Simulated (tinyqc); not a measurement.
## Ballistic Schottky-barrier transistor with a one-dimensional channel, WKB contacts: ambipolar transfer curve

Source Fermi level 0, drain Fermi level -Vd. Far from the contacts Ec = pn - psi, and the gate moves psi one to one; the band edges relax as exp(-x/lam) from pn at the source and pn - Vd at the drain; Ev = Ec - Eg. A carrier of energy w inside the channel band meets at a contact a barrier of height D (the contact edge beyond the channel edge): T = 1 for w >= D, else exp(-S), S = 4 lam sqrt(m/C) [sqrt(D - w) - sqrt(w) arctan sqrt((D - w)/w)], C = hbar^2/(2 m0). The two contacts combine as Ts Td/(Ts + Td - Ts Td).

I = g (2 q^2/h) int T(w) [f(Es + w) - f(Ed + w)] dw, f(y) = 1/(1 + exp(y/Vt)). Electrons: Ds = psi, Dd = psi - Vd, Es = Ec, Ed = Ec + Vd. Holes: Ds = -psi, Dd = Vd - psi, Es = -Ev, Ed = -Ev - Vd. The size of each current is taken; both flow from drain to source and add. The integrals are converged. Swing = d(psi)/d(log10 I).

Inputs (values chosen for the exercise); channel values close to those of a silicon nanowire with silicide contacts:

| symbol | value | unit | meaning |
|---|---|---|---|
| T | 250 | K | temperature |
| Eg | 1.12 | eV | band gap |
| pn | 0.74 | eV | barrier for electrons at both contacts |
| mn | 0.2 | m0 | electron mass |
| mp | 0.24 | m0 | hole mass |
| g | 2 |  | valleys or subbands |
| lam | 3 | nm | screening length at the contacts |
| Vd | 0.3 | V | drain bias |

Constants: q = 1.602176634e-19 C, kB = 1.380649e-23 J/K, hbar = 1.054571817e-34 J s, h = 6.62607015e-34 J s, m0 = 9.1093837015e-31 kg, Vt = kB T/q, hbar^2/(2 m0) = 0.0380998212 eV nm^2. Results are converted to the units shown.

Ambipolar transfer curve:
```
ps (V)	electrons (uA)	holes (uA)	I (uA)	swing (mV/decade)
-0.3	3.615e-21	0.03498	0.03498	-175.1
-0.2	3.749e-19	0.007062	0.007062	-119.5
-0.09	6.187e-17	5.662e-4	5.662e-4	-89.82
0.02	6.899e-15	3.439e-5	3.439e-5	-93.57
0.13	7.235e-14	2.649e-6	2.649e-6	-105.1
0.24	9.753e-13	2.746e-7	2.747e-7	-116.8
0.35	1.758e-11	7.163e-9	7.181e-9	-49.80
0.46	3.952e-10	4.341e-11	4.386e-10	106.4
0.56	7.740e-9	4.185e-13	7.741e-9	75.90
0.67	2.317e-7	2.536e-15	2.317e-7	73.32
0.78	7.216e-6	1.537e-17	7.216e-6	76.70
0.89	1.292e-4	9.315e-20	1.292e-4	104.3
```

I goes from 0.0350 through a minimum of 4.39e-10 (at ps = 0.46 V among the rows listed) to 1.29e-4 uA; the exact minimum lies at psi = 0.437 V. Holes carry the left branch and electrons the right. The ratio of the last row to the smallest is 2.95e5 and of the first row 7.98e7, with barriers of 0.74 eV for electrons and 0.380 eV for holes. The steepest swing among the rows is 49.8 mV/decade, against the thermionic limit 49.6.

Range of the model: No scattering, image-force lowering, channel charge or band-to-band tunnelling; parabolic kappa overstates S deep in the gap.

Numbers from tinyqc (`OMP_NUM_THREADS=1 python tinyqc.py 2390010 2390011 out.jsonl`; about 0.04 s on one thread of a shared Intel Xeon 2.30GHz).
